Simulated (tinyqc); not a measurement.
Band-to-band tunnelling and avalanche in a reverse-biased abrupt junction. Changing the temperature T. Computed by tinyqc, a small Python program. Command: `OMP_NUM_THREADS=1 python tinyqc.py 3028552 3028553 out.jsonl zener sweep`. One thread of a shared host (Intel(R) Xeon(R) Processor @ 2.30GHz), about 0.03 s of CPU time with the checks.

Direct Kane tunnelling in the local field (for indirect gaps the mass is an effective fit) and one ionisation coefficient for both carriers. N is the doping of the light side, or N_A N_D/(N_A + N_D) for the symmetric junction; the built-in voltage is taken as E_g/e.

Inputs (values chosen for the exercise, modelled on In0.53Ga0.47As):
```
quantity,value,unit
"band gap at 300 K, E_g",0.762,eV
"gap narrowing with temperature, -dE_g/dT",0.36,meV/K
reduced tunnelling mass m_r,0.028,m_0
permittivity eps,13.9,-
ionisation prefactor a,5.3e+06,1/cm
"ionisation field at 300 K, b",1.54e+06,V/cm
relative rise of b with temperature,3.6,1e-4/K
effective doping N,2.1e+17,1/cm^3
reverse bias V_R,0.97,V
"current density that defines tunnel breakdown, J_0",1,A/cm^2
```

Junction: one-sided.

Constants: eps_0 = 8.8541878128e-12 F/m; e = 1.602176634e-19 C; m_0 = 9.1093837015e-31 kg; hbar = 1.054571817e-34 J s.

Method:
- E_g(T) = E_g - (T - 300 K)(-dE_g/dT); b(T) = b [1 + (rise)(T - 300 K)]; w = sqrt(2 eps eps_0 (V_R + E_g/e)/(e N)); F_m = 2 (V_R + E_g/e)/w; the field falls linearly from F_m to 0 across w.
- Kane: G(F) = A F^2 exp(-B/F), A = e^2 sqrt(m_r)/(18 pi hbar^2 sqrt(E_g)), B = pi sqrt(m_r) E_g^(3/2)/(2 e hbar), SI units; J = e int G dx x V_R/(V_R + E_g/e), the last factor making J vanish at zero bias; int G dx = (w/F_m) int_0^F_m G dF by 64 Gauss-Legendre points.
- Avalanche: I = (w/F_m) int_0^F_m a exp(-b/F) dF by 64 Gauss-Legendre points, M = 1/(1 - I), breakdown at I = 1.
- V_Z solves J = J_0 and V_A solves I = 1; the lower one is the breakdown voltage; temperature coefficients by a central difference of +/- 10 K.

One run for each value:
```
temperature T (K),tunnel current density (A/cm^2),tunnel breakdown V_Z (V),avalanche breakdown V_A (V)
150,0.0001171,3.0517,3.4936
200,0.0002264,2.8570,3.6413
250,0.0004369,2.6699,3.7905
300,0.0008415,2.4902,3.9412
350,0.0016177,2.3178,4.0933
400,0.0031038,2.1527,4.2469
450,0.0059427,1.9946,4.4020
```

Over the rows, tunnel current density (A/cm^2) rises from 1.17e-4 to 0.00594 (exponent d ln y / d ln x 2.3 between the first rows and 5.5 between the last); tunnel breakdown V_Z (V) falls from 3.05 to 1.99 (exponent d ln y / d ln x -0.23 between the first rows and -0.65 between the last); avalanche breakdown V_A (V) rises from 3.49 to 4.40 (exponent d ln y / d ln x 0.14 between the first rows and 0.30 between the last). J changes by a factor 50.7 over 300 K, only through E_g; a current activated by half the gap at 300 K would change by about 1e9.

Caution (rows 150, 200, 250): V_A is below about 5 E_g/e, where the local law understates it, since it ignores the distance a carrier needs to reach the ionisation energy.

Extremes, crossings and ranges named in words are read from the listed rows.
